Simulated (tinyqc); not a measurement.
Slater-Koster s-d bands of an fcc metal: one step. The Hamiltonian at one k. Two cases, with inputs chosen for the exercise.

Question. Sum over the neighbours.

Slater-Koster d bands. For a bond with direction cosines (l, m, n) the 5 x 5 block is dds Ps + ddp Pp + ddd (1 - Ps - Pp), the projectors on sigma, pi and delta states about the bond; for instance <xy|xy> = 3 l^2 m^2 dds + (l^2 + m^2 - 4 l^2 m^2) ddp + (n^2 + l^2 m^2) ddd, <xy|yz> = 3 l m^2 n dds + l n (1 - 4 m^2) ddp + l n (m^2 - 1) ddd and <3z2-r2|3z2-r2> = (n^2 - (l^2 + m^2)/2)^2 dds + 3 n^2 (l^2 + m^2) ddp + (3/4)(l^2 + m^2)^2 ddd. H(k) sums the blocks times cos(k.R) over the neighbours; the d level is the zero of energy; k in 2 pi/a.

Neighbours: twelve at (a/2)(1,1,0) and equivalents.

An s orbital at Es couples to nearest neighbours alone: <s|s> = sss, <s|xy> = sqrt3 l m sds (cyclic), <s|x2-y2> = (sqrt3/2)(l^2 - m^2) sds, <s|3z2-r2> = (n^2 - (l^2 + m^2)/2) sds.

Give: H(k).

Case 1.

Values chosen (of the size met in Ru; the results hold for these values, not for the real material):
- dds = -1.028 eV (dd sigma)
- ddp = 0.463 eV (dd pi)
- ddd = -0.134 eV (dd delta)
- Es = 3.6 eV (s level)
- sss = -0.81 eV (ss sigma)
- sds = -0.35 eV (sd sigma)
- k = (0.53, 0.14, 0.06) 2 pi/a (wave vector)

Answer.

H(k) (eV), lower triangle:
```
,s,xy,yz,zx,x2-y2,3z2-r2
s,1.2957
xy,0.5139,0.7980
yz,0.0967,-0.2227,-2.9770
zx,0.2262,-0.0953,-0.5061,0.8263
x2-y2,0.5948,0,-0.1070,0.2502,-0.6431
3z2-r2,-0.3383,-0.6564,0.0618,0.1444,1.3945,0.9432
```

Case 2.

Values chosen (of the size met in Co; the results hold for these values, not for the real material):
- dds = -0.52 eV (dd sigma)
- ddp = 0.276 eV (dd pi)
- ddd = -0.026 eV (dd delta)
- Es = 4.5 eV (s level)
- sss = -1.19 eV (ss sigma)
- sds = -0.3 eV (sd sigma)
- k = (0.41, 0.07, 0.36) 2 pi/a (wave vector)

Answer.

H(k) (eV), lower triangle:
```
,s,xy,yz,zx,x2-y2,3z2-r2
s,0.6607
xy,0.2177,-0.1647
yz,0.2051,-0.5248,-0.4635
zx,0.9030,-0.1192,-0.1265,0.1555
x2-y2,0.1542,0,-0.1463,0.6439,0.2084
3z2-r2,0.0031,-0.1792,0.0844,0.3717,0.2187,0.1997
```

Computed by tinyqc, one run a case: `OMP_NUM_THREADS=1 python tinyqc.py N N+1 out.jsonl` with N = 1480171, 1480643; one thread of a shared Intel(R) Xeon(R) Processor @ 2.30GHz, about 0.07 s a run at most.
